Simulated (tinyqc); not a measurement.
Inside a calculation: deep level with several charge states, and Shockley-Read-Hall recombination. Values are carried at full precision from step to step, so a last printed digit may differ when a step is redone from the rounded ones.

Energies from Ev. The defect has charge states 0, -1, -2 with weights 1, gm exp((EF - E1)/kT), exp((2 EF - E1 - E2)/kT); the shares are the weights over their sum. Boltzmann carriers: n = Nc exp((EF - Eg)/kT), p = Nv exp(-EF/kT). Neutrality: p - n + Nd + Nt <q> = 0.

Constants: kB = 8.617333262e-05 eV/K.

Values chosen for the exercise (gap and densities of states near those of SiC at this temperature; the results hold for these values, not for the real material): Eg = 3.241 eV (gap); Nc = 1.78e+19 1/cm^3 (conduction-band density of states); Nv = 3.31e+19 1/cm^3 (valence-band density of states); T = 300 K; E1 = 1.322 eV (level (0/-1) above Ev); E2 = 2.189 eV (level (-1/-2) above Ev); gm = 2 (degeneracy of the middle state, the others 1); Nt = 1.2e+16 1/cm^3 (defects); Nd = 3.8e+16 1/cm^3 (ionised shallow donors minus acceptors); E_try = 1.143 eV (trial Fermi level); Et = 1.322 eV (recombination level above Ev); sn = 8.5e-15 cm^2 (electron capture cross-section); sp_ = 2.8e-14 cm^2 (hole capture cross-section); vth = 14000000 cm/s (thermal velocity, both carriers); Nm = 1.2e+17 1/cm^3 (equilibrium electrons for the lifetime steps); dn = 1.1e+12 1/cm^3 (excess pairs).

## Charge states at a trial Fermi level

Form the exponents, the shares, the mean charge and the residual of neutrality at EF = E_try.

exponents of the second and third weights: -6.924  -47.385

shares: 0 0.9980, -1 0.0020, -2 0.0000

<q> = -0.0020

n, p (1/cm^3): 1.01e-16  2.08

residual = 3.80e+16 1/cm^3

The residual is positive, so EF must rise.

## The neutral state

Solve for EF.

EF = 3.0562 eV

shares at EF: 0 0.000, -1 0.000, -2 1.000

n = 1.40e+16 1/cm^3
p = 1.51e-32 1/cm^3

Without the defects the majority density would be 3.80e+16 1/cm^3; with them the density of these carriers is 1.40e+16, so they compensate part of the doping. Most defects are in the state -2.

## Recombination through one level

One level at Et with degeneracy 1: tn = 1/(sn vth Nt), tp = 1/(sp_ vth Nt), n1 = Nc exp((Et - Eg)/kT), p1 = Nv exp(-Et/kT), ni^2 = n1 p1. Equilibrium n0 = Nm, p0 = ni^2/Nm; n = n0 + dn, p = p0 + dn. U = (n p - ni^2)/(tp (n + n1) + tn (p + p1)), lifetime dn/U; emission rates en = sn vth n1, ep = sp_ vth p1.

Evaluate each quantity.

tn, tp (microsecond): 0.0007003  0.0002126

n1, p1 (1/cm^3): 1.03e-13  0.00205

U = 5.17e+21 1/(cm^3 s)
lifetime = 0.000213 microsecond

The lifetime is 1.000 times the minority capture time tp and 0.233 times tn + tp, the limit of high injection.

## Emission and generation in a depleted region

With n = p = 0 the level generates pairs at G = Nt en ep/(en + ep); generation lifetime tg = ni/G; current density e G W for a width W = 1 micrometre, e = 1.602176634e-19 C.

en, ep (1/s): 1.23e-20  8.03e-10

G = 0.000147 1/(cm^3 s)
tg = 98.8 microsecond
current density = 2.36e-27 A/cm^2

The slower step, electron emission, limits the rate: en/ep = 1.53e-11.

## Checks

- U against hole capture minus emission at the steady occupation of the level (1/(cm^3 s)): both 5.174e+21.

Computed by tinyqc, a small Python program: `OMP_NUM_THREADS=1 python tinyqc.py 1652224 1652225 out.jsonl` (the numbers bound the seed that draws the inputs); one thread of a shared host (Intel(R) Xeon(R) Processor @ 2.30GHz), about 0.01 s for the whole set of steps.
